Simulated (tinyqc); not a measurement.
Microkinetic model of a Langmuir-Hinshelwood surface reaction A + (1/2) B2 = AB with Bronsted-Evans-Polanyi barriers. Changing the pressure p_A. Computed by tinyqc, a small Python program. Command: `OMP_NUM_THREADS=1 python tinyqc.py 3026489 3026490 out.jsonl microkin sweep`. One thread of a shared host (Intel(R) Xeon(R) Processor @ 2.30GHz), about 0.01 s of CPU time with the checks.

A adsorbs in equilibrium; B2 dissociates irreversibly on two free sites; adsorbed A and B react irreversibly and AB leaves at once. theta_A + theta_B + theta_* = 1.

Inputs (values chosen for the exercise, for a model catalyst):
```
quantity                               value   unit
adsorption energy of A, E_A            -1.15     eV
adsorption energy per B atom, E_B     -0.786     eV
entropy loss of A, S_A                   1.4  meV/K
entropy loss of B2, S_B                  1.7  meV/K
slope a1 of the dissociation barrier    0.73      -
intercept b1                             1.5     eV
slope a2 of the reaction barrier         0.3      -
intercept b2                             0.3     eV
pressure p_B                            0.01    bar
temperature T                            550      K
```

Constants: k_B = 8.617333262e-05 eV/K; hbar = 6.582119569e-16 eV s.

Method:
- K_A = exp(-(E_A + T S_A)/(k_B T)) per bar; barriers E1 = max(b1 + a1 2 E_B, 0), E2 = b2 - a2 (E_A + E_B); k1 = (k_B T/h) exp(-S_B/k_B) exp(-E1/(k_B T)) per bar, k2 = (k_B T/h) exp(-E2/(k_B T)), h = 2 pi hbar.
- theta_A = K_A p_A theta_*; 2 k1 p_B theta_*^2 = k2 theta_A theta_B, so theta_B = w theta_* with w = 2 k1 p_B/(k2 K_A p_A); theta_* = 1/(1 + K_A p_A + w); rate r = k2 theta_A theta_B.
- From r = 2 k1 p_B theta_*^2: order in p_B and degree of control of step 1 = 1 - 2 theta_B; control of step 2 = 2 theta_B; order in p_A = 2 (theta_B - theta_A). Apparent energy = (E1 + k_B T)(1 - 2 theta_B) + (E2 + k_B T) 2 theta_B + E_A x order in p_A.

One run for each value:
```
pressure p_A (bar)  rate r (1/s per site)  theta_A     theta_B  order in p_A
1.00e-05                       3.4438e-01  0.02944  1.2018e-04       -0.0586
5.00e-05                       2.7568e-01  0.13172  2.1505e-05       -0.2634
3.00e-04                       1.0022e-01  0.47650  2.1610e-06       -0.9530
1.00e-03                       2.2471e-02  0.75211  3.0699e-07       -1.5042
8.00e-03                       5.7254e-04  0.96043  6.1252e-09       -1.9209
4.00e-02                       2.4423e-05  0.99183  2.5302e-10       -1.9837
2.00e-01                       9.8983e-07  0.99835  1.0187e-11       -1.9967
1.00e+00                       3.9698e-08  0.99967  4.0803e-13       -1.9993
6.00e+00                       1.1033e-09  0.99995  1.1337e-14       -1.9999
```

Describe and explain the trends.

Over the rows, rate r (1/s per site) falls from 0.344 to 1.10e-9 (exponent d ln y / d ln x -0.14 between the first rows and -2.0 between the last); theta_A rises from 0.0294 to 1.000 (exponent d ln y / d ln x 0.93 between the first rows and 1.5e-4 between the last); theta_B falls from 1.20e-4 to 1.13e-14 (exponent d ln y / d ln x -1.1 between the first rows and -2.0 between the last). At the high end the exponent of rate r is -2.00, close to -2: A blocks both sites needed for dissociation. At the high end the exponent of theta_A is 0.00, close to 0: saturation.  Left out: 30.0 (the rate is out of a useful range).
